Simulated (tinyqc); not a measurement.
Inside a calculation. Method: FCI on RHF in the sto-3g basis, for H3-, spin multiplicity 1. The basis has no diffuse functions, so it cannot describe the extra electron: this is an exercise in the method, not the real anion. One step of it, computed by the program tinyqc.

Task: FCI: determinants and Hamiltonian. Slater-Condon rules over spin orbitals, with the nuclear repulsion added and E(HF) subtracted on the diagonal.

one-electron integrals over orbitals h = C^T H C (hartree):
```
[[-1.332220, 0.000000, -0.109614],
 [0.000000, -1.055366, 0.000000],
 [-0.109614, 0.000000, -0.838356]]
```

Two-electron integrals over orbitals (pq|rs), unique and non-zero (hartree):
```
(11|11) 0.503436    (21|21) 0.160340    (22|11) 0.439406    (22|22) 0.500689
(31|11) 0.076570    (31|22) -0.057224   (31|31) 0.145915    (32|21) -0.147493
(32|32) 0.150222    (33|11) 0.524388    (33|22) 0.456419    (33|31) 0.089300
(33|33) 0.569459
```

nuclear repulsion = 1.04746083 hartree

Hartree-Fock energy = -1.28664344 hartree

Give: determinants; H - E(HF) between determinants.

Result:

Occupation strings over the orbitals (2 doubly, a alpha, b beta, 0 empty; spin orbitals ordered 1a 1b 2a 2b ...): 220 2ab a2b 2ba b2a 202 ab2 ba2 022

H - E(HF) between determinants (hartree), order 220, 2ab, a2b, 2ba, b2a, 202, ab2, ba2, 022:
```
[[0.0000, 0.0000, 0.0000, 0.0000, 0.0000, 0.1502, 0.0000, 0.0000, 0.1459],
 [0.0000, 0.3571, 0.0000, -0.1502, 0.0000, 0.0000, -0.1475, 0.1465, 0.0000],
 [0.0000, 0.0000, 0.5590, 0.0000, -0.1459, 0.1475, 0.0000, 0.0000, 0.0127],
 [0.0000, -0.1502, 0.0000, 0.3571, 0.0000, 0.0000, 0.1465, -0.1475, 0.0000],
 [0.0000, 0.0000, -0.1459, 0.0000, 0.5590, -0.1475, 0.0000, 0.0000, -0.0127],
 [0.1502, 0.0000, 0.1475, 0.0000, -0.1475, 0.8716, 0.0000, 0.0000, 0.1603],
 [0.0000, -0.1475, 0.0000, 0.1465, 0.0000, 0.0000, 0.9441, -0.1603, 0.0000],
 [0.0000, 0.1465, 0.0000, -0.1475, 0.0000, 0.0000, -0.1603, 0.9441, 0.0000],
 [0.1459, 0.0000, 0.0127, 0.0000, -0.0127, 0.1603, 0.0000, 0.0000, 1.1420]]
```
